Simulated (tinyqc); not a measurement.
What moves the results: Kronig-Penney superlattice by transfer matrices. A value that a table varies takes the place of the one given here.

Wells (width a, potential 0, mass mw) alternate with barriers (width b, height V0, mass mb); period d = a + b; c = hbar^2/2m0. The vector (psi, psi'/m) is continuous, and a layer of thickness t carries it by M = [[cos kt, (m/k) sin kt], [-(k/m) sin kt, cos kt]] with k = sqrt(m (E - V)/c); for E < V, k = i kappa gives [[cosh, (m/kappa) sinh], [(kappa/m) sinh, cosh]] of kappa t. A Bloch state obeys cos(q d) = tr(Mb Mw)/2.

Constants: hbar^2/2m0 = 3.80998211 eV angstrom^2.

Parameters, chosen for this exercise (near those of a GaAs superlattice with barriers of AlGaAs; not measured data):
```
symbol  value                             unit      meaning
a       78                                angstrom  well width
V0      0.186                             eV        barrier height
mw      0.0689                            m0        mass in the wells
mb      0.0861                            m0        mass in the barriers
bs      (14, 21, 28, 36.4, 44.8, 56, 70)  angstrom  barrier widths
b       28                                angstrom  barrier width
```

## Barrier width

First miniband against b. m_z = -2 c f'/d^2 with f = tr M/2 at the bottom of the band. E1 is the level of the single well, kappa1 its decay constant in the barrier.

First miniband:
```
b (angstrom)  bottom (eV)  top (eV)  W (meV)   ln W  m_z (m0)
14.0               0.0220    0.0613    39.40  3.674    0.0788
21.0               0.0277    0.0538    26.15  3.264    0.0897
28.0               0.0315    0.0489    17.39  2.856     0.106
36.4               0.0346    0.0452    10.69  2.369     0.134
44.8               0.0365    0.0430    6.577  1.884     0.177
56.0               0.0379    0.0414    3.449  1.238     0.268
70.0               0.0389    0.0404    1.541  0.432     0.471
```

E1 = 0.0396 eV
kappa1 = 0.0575 1/angstrom

W falls from 39.4 to 1.54 meV, and both edges close in on E1. The slope of ln W is -0.0586 per angstrom over the first two rows and -0.0576 over the last two, against -kappa1 = -0.0575: the width follows one power of the tunnelling amplitude once the wells couple weakly. m_z grows by a factor 6.0.

## From one barrier to a miniband

Transmission through N barriers separated by wells, between leads of the well material: T = 4/[(M11 + M22)^2 + (u M12 - M21/u)^2] with u = k/mw and M the product over all layers; twelve evenly spaced energies around the first miniband.

Transmission:
```
E (eV)    tr M/2 of a period   N = 1    N = 2     N = 4     N = 8
0.023702               2.393  0.0700  0.00327  7.51e-06  3.97e-11
0.026864               1.788  0.0792  0.00668  5.78e-05  4.43e-09
0.030027               1.240  0.0883   0.0155  0.000910  3.91e-06
0.033189               0.748  0.0974   0.0460     0.458     0.183
0.036351               0.307   0.106    0.240     0.107     0.230
0.039513              -0.086   0.115    0.816     0.534     0.244
0.042675              -0.434   0.124    0.159     0.108     0.383
0.045837              -0.739   0.133   0.0657     0.667     0.342
0.048999              -1.006   0.142   0.0393   0.00965   0.00201
0.052162              -1.236   0.151   0.0283   0.00172  7.70e-06
0.055324              -1.433   0.160   0.0227  0.000600  4.48e-07
0.058486              -1.598   0.169   0.0195  0.000295  6.88e-08
```

5 of the energies lie in the miniband (|tr M/2| <= 1); there T for N = 8 runs between 0.183 and 0.383. In the gaps it falls with N: at E = 0.0585 eV from 0.000295 (N = 4) to 6.88e-08 (N = 8), a slope of ln T of -2.09 a period, against -2 arccosh|tr M/2| = -2.09.

## What each parameter does

Bottom and width of the first miniband, the gap above it, and m_z = -2 c f'/d^2 with f = tr M/2. Each row changes one parameter from the base and keeps the others.

Results:
```
case             bottom (eV)  width (meV)  gap (meV)  m_z (m0)
base                  0.0315         17.4       76.6    0.1058
a = 70 angstrom       0.0357         21.6       84.8    0.1021
b = 24 angstrom       0.0295         22.0       71.3    0.0959
V0 = 0.214 eV         0.0342         15.4       84.7    0.1150
mw = 0.062 m0         0.0325         19.1       80.9    0.0972
mb = 0.0732 m0        0.0320         20.0       73.7    0.0951
```

The largest shifts from the base row, up to three for each result and ties (the steps differ in size, so this ranks the rows, not the parameters). bottom (eV): a +0.0042, V0 +0.0027, b -0.0020. width (meV): b +4.6, a +4.2, mb +2.6. gap (meV): a +8.2, V0 +8.1, b -5.3. m_z (m0): mb -0.0108, b -0.0100, V0 +0.0091.

Program tinyqc; command `OMP_NUM_THREADS=1 python tinyqc.py 1250752 1250753 out.jsonl`; about 0.03 s on one thread of a shared Intel(R) Xeon(R) Processor @ 2.30GHz.
